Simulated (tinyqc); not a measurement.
# From wall shear stress for rolling back to particle radius R

Model: a particle near a wafer in liquid: double-layer and van der Waals forces (DLVO), deposition barrier and removal. Computed by tinyqc, a small Python program. Command: `OMP_NUM_THREADS=1 python tinyqc.py 3110873 3110874 out.jsonl dlvo inv`. One thread of a shared host (Intel(R) Xeon(R) Processor @ 2.30GHz), about 0.01 s of CPU time with the checks.

Sphere and flat wall, Derjaguin approximation, constant potentials in the linear-superposition form, no retardation and no hydration force.

Inputs (values chosen for the exercise, of the order of those for silicon nitride on silicon in water):
```
quantity,value,unit
Hamaker constant A,3.1e-20,J
potential of the particle psi_1,47,mV
potential of the wafer psi_2,-49,mV
salt concentration c,0.00058,mol/L
valence z of the symmetric salt,2,-
temperature T,293,K
dielectric constant of the liquid,80.2,-
contact distance h0,0.4,nm
contact radius over R,0.031,-
viscosity,0.72,mPa s
```

Constants: e = 1.602176634e-19 C; N_A = 6.02214076e+23 1/mol; eps_0 = 8.8541878128e-12 F/m; k_B = 1.380649e-23 J/K; k_B = 8.617333262e-05 eV/K.

Method. kappa^2 = 2 z^2 e^2 N_A (1000 c)/(eps eps_0 k_B T); gamma_i = tanh(z e psi_i/(4 k_B T)); Z = 64 pi eps eps_0 (k_B T/(z e))^2 gamma_1 gamma_2. Adhesion F_a = A R/(6 h0^2) [1 + a^2/(R h0)] - kappa Z R exp(-kappa h0), a the contact radius. Drag in a shear flow F_d = 1.7 x 6 pi mu R^2 G, acting at 1.4 R; rolling starts when 1.4 R F_d = a F_a. Wall shear stress = mu G.

Problem. A run gave the result below. Find the particle radius R, known to lie between 16 and 25 nm.

wall shear stress for rolling = 1348.37 Pa

Solution.

Each step takes the trial c = (a f_b - b f_a)/(f_b - f_a), f being the result less the target and a, b, c the logarithms of the listed values; c replaces end b, the old b replaces a if the sign of f changed, and otherwise f_a is halved.

Scan of the range:
```
particle radius R (nm),wall shear stress for rolling (Pa)
16.0,1528.02
17.2,1425.15
18.6,1321.92
20.0,1233.14
21.5,1150.84
23.2,1070.44
25.0,997.23
```

False position (Illinois rule, in the logarithm of the input) inside the bracket:
```
step,end a,end b,trial,wall shear stress for rolling (Pa)
1,17.2000,18.6000,18.2308,1347.61
2,17.2000,18.2308,18.2101,1349.08
3,18.2308,18.2101,18.2200,1348.37
4,18.2101,18.2200,18.2200,1348.37
```

Wall shear stress for rolling falls at every point of a 13-point scan of the range (every second point is shown), so one value fits; it is bracketed by 17.2 and 18.6. Answer: particle radius R = 18.22 nm.

Caution: kappa R is not large, so the Derjaguin approximation is only rough at gaps of the order of the Debye length.
